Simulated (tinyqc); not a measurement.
Hubbard chain of 4 sites, step by step. One step of it, computed by the program tinyqc.

Problem. Mean-field iteration 3. H(up) = T + U n(down), H(down) = T + U n(up); fill the lowest levels; n(new) = n + mixing (n(out) - n); E = tr T (rho up + rho down) + U sum n_up n_down of the output.

one-body matrix (hopping and site energies) (eV), lower triangle:
```
           1          2          3         4
1  -0.070000
2  -1.460000   0.430000
3   0.000000  -1.460000   0.240000
4   0.000000   0.000000  -1.460000  0.370000
```

U = 2.300000 eV

electrons, up and down: 2  2

mixing = 0.500000

n(up) after iteration 2: 1 0.604428, 2 0.425548, 3 0.548115, 4 0.421909

n(down) after iteration 2: 1 0.506814, 2 0.498332, 3 0.473687, 4 0.521167

Give: levels, up; levels, down; energy; n(up) after iteration 3; n(down) after iteration 3.

Solution.

levels, up (eV): -0.9511  0.4416  2.2904  3.7891

levels, down (eV): -0.9436  0.4618  2.2676  3.7842

energy = -3.2867 eV

n(up) after iteration 3: 1 0.6040, 2 0.4286, 3 0.5440, 4 0.4235

n(down) after iteration 3: 1 0.5091, 2 0.4943, 3 0.4765, 4 0.5202
